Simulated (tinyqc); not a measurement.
Inside a calculation. Method: tight binding, kagome lattice. One step of it, computed by the program tinyqc.

Question. Bloch Hamiltonian at K. H_AB = -t1 - t2 exp(-i k.a1), H_AC = -t1 - t2 exp(-i k.a2), H_BC = -t1 - t2 exp(i k.(a1 - a2)), H_CC = delta.

Parameters chosen for this model:
```
parameter     value                unit
t1         1.690000    eV, up triangles
t2         1.500000  eV, down triangles
delta             0        eV on site C
```

k point K (fractions of the reciprocal vectors): [0.333333, 0.666667]

Give: H(k) at K.

Answer.

H(k) at K (eV), order A, B, C:
```
[[0.0000, -0.9400+1.2990i, -0.9400-1.2990i],
 [-0.9400-1.2990i, 0.0000, -0.9400+1.2990i],
 [-0.9400+1.2990i, -0.9400-1.2990i, 0.0000]]
```
